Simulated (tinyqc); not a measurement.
Carrier statistics of a doped semiconductor with parabolic bands, step by step. Values are carried at full precision from step to step, so a last printed digit may differ when a step is redone from the rounded ones.

Constants: kB = 8.617333262e-05 eV/K; hbar^2/2m0 = 3.80998211 eV angstrom^2.

Parameters, chosen for this exercise (near those of InSb; not measured data):
- Eg0 = 0.2373 eV (gap at 0 K)
- al = 0.000337 eV/K (Varshni alpha)
- be = 168 K (Varshni beta)
- T = 300 K
- ml = 0.013 m0 (longitudinal electron mass)
- mt = 0.013 m0 (transverse electron mass)
- Mv = 1 (equivalent valleys)
- mhh = 0.407 m0 (heavy-hole mass)
- mlh = 0.0141 m0 (light-hole mass)
- ND = 3.9e+12 1/cm^3 (donors)
- NA = 2.7e+12 1/cm^3 (acceptors)
- ED = 0.00103 eV (donor level below Ec)
- EA = 0.0101 eV (acceptor level above Ev)

## Gap and thermal energy

Eg(T) = Eg0 - al T^2/(T + be) (Varshni).

Eg = 0.17249 eV
kT = 0.025852 eV

The gap has shrunk by 64.8 meV from 0 K and is 6.7 kT wide.

## Effective densities of states

m_de = Mv^(2/3) (ml mt^2)^(1/3); m_dh = (mhh^(3/2) + mlh^(3/2))^(2/3); N = 2 (m kB T/(4 pi c))^(3/2) with c = hbar^2/2m0, in 1/angstrom^3; times 1e24 for 1/cm^3.

m_de = 0.0130 m0
m_dh = 0.4087 m0
Nc = 3.7195e+16 1/cm^3
Nv = 6.5578e+18 1/cm^3

The light holes supply 0.6 % of Nv, and Nc/Nv = 0.00567.

## Intrinsic density and level

With Boltzmann statistics ni = sqrt(Nc Nv) exp(-Eg/2kT) and Ei = Eg/2 + (kT/2) ln(Nv/Nc), counted from Ev.

ni = 1.76e+16 1/cm^3
Ei = 0.1531 eV

Ei lies 66.9 meV above midgap, towards the band with the smaller density of states. Ei is within 3 kT of a band edge, so this Boltzmann value of ni is only rough.

## Neutrality by bisection

Energies are counted from Ev, so Ec = Eg. n = Nc F_1/2((EF - Eg)/kT), p = Nv F_1/2(-EF/kT), ND+ = ND/(1 + 2 exp((EF - Eg + ED)/kT)), NA- = NA/(1 + 4 exp((EA - EF)/kT)); neutrality asks p + ND+ = n + NA-. F_j(eta) = (1/Gamma(j + 1)) integral_0^infinity x^j dx/(1 + exp(x - eta)), which tends to exp(eta) for eta << 0.

Start from the bracket [-0.2 eV, Eg + 0.2 eV]; at the midpoint EF take the sign of p + ND+ - n - NA-; where it is positive EF must rise. Fourteen steps are shown.

Bisection (eV, 1/cm^3):
```
step       low     high       EF         n         p       ND+       NA-  sign
1     -0.20000  0.37249  0.08625  1.31e+15  2.30e+17  3.63e+12  2.23e+12     +
2      0.08625  0.37249  0.22937  1.16e+17  9.19e+14  1.97e+11  2.70e+12     -
3      0.08625  0.22937  0.15781  1.78e+16  1.46e+16  1.79e+12  2.66e+12     -
4      0.08625  0.15781  0.12203  5.03e+15  5.83e+16  3.01e+12  2.56e+12     +
5      0.12203  0.15781  0.13992  9.63e+15  2.92e+16  2.45e+12  2.63e+12     +
6      0.13992  0.15781  0.14886  1.32e+16  2.07e+16  2.13e+12  2.65e+12     +
7      0.14886  0.15781  0.15334  1.53e+16  1.74e+16  1.96e+12  2.66e+12     +
8      0.15334  0.15781  0.15557  1.65e+16  1.60e+16  1.87e+12  2.66e+12     -
9      0.15334  0.15557  0.15445  1.59e+16  1.67e+16  1.92e+12  2.66e+12     +
10     0.15445  0.15557  0.15501  1.62e+16  1.63e+16  1.89e+12  2.66e+12     +
11     0.15501  0.15557  0.15529  1.64e+16  1.61e+16  1.88e+12  2.66e+12     -
12     0.15501  0.15529  0.15515  1.63e+16  1.62e+16  1.89e+12  2.66e+12     -
13     0.15501  0.15515  0.15508  1.63e+16  1.63e+16  1.89e+12  2.66e+12     -
14     0.15501  0.15508  0.15505  1.62e+16  1.63e+16  1.89e+12  2.66e+12     +
```

Each step halves the bracket, which is 0.070 meV wide at the last row.

## The neutral state

Solve the neutrality condition for EF to convergence.

EF = 0.1551 eV
n = 1.63e+16 1/cm^3
p = 1.63e+16 1/cm^3
ND+ = 1.89e+12 1/cm^3
NA- = 2.66e+12 1/cm^3

The material is nearly intrinsic; 48.5 % of the donors are ionised. EF lies 0.67 kT inside the gap from the conduction edge, so the Fermi integral is needed; n p/(Nc Nv exp(-Eg/kT)) = 0.857.

## Checks

- F_1/2(1) by the trapezoid rule against adaptive quadrature: both 1.575641.
- Positive against negative charge at the solution (1/cm^3): both 1.62651e+16.

Computed by tinyqc, a small Python program: `OMP_NUM_THREADS=1 python tinyqc.py 1680092 1680093 out.jsonl` (the numbers bound the seed that draws the inputs); one thread of a shared host (Intel(R) Xeon(R) Processor @ 2.30GHz), about 0.01 s for the whole set of steps.
